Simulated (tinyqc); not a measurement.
The integration grid: Kohn-Sham M06L on finer and finer grids in the 6-311g basis, for H2, spin multiplicity 1. Computed by the program tinyqc with PySCF. Self-consistent on each grid; the net force on the molecule should vanish.

Geometry (angstrom):
```
atom       x       y       z
H     0.0000  0.0000  0.0000
H     0.0000  0.0000  0.7630
```

Kohn-Sham energy on Becke grids (radial x angular points per atom):
```
grid       points  residual of the electron count  E (hartree)  E - finest (mhartree)  largest net force without grid terms (hartree/bohr)
10 x 14       272                        3.96e-03     -1.18212              -12.20170                                             1.78e-15
15 x 26       768                       -6.50e-03     -1.17665               -6.73070                                             1.44e-15
20 x 50      1984                        6.92e-05     -1.17138               -1.45565                                             1.86e-17
30 x 86      5136                        2.29e-05     -1.17091               -0.99242                                             2.13e-14
50 x 194    19360                       -2.93e-08     -1.16992                0.00371                                             3.33e-16
75 x 302    45240                       -1.44e-09     -1.16992               -0.00007                                             3.33e-16
120 x 590  141356                        4.20e-11     -1.16992                0.00000                                             1.74e-17
```

What does the comparison show, and why?

The energy is within 0.1 mhartree of the finest grid first at 50 x 194. The error has both signs, since quadrature is not variational. The net force vanishes by symmetry here, so only the electron count signals a poor grid.
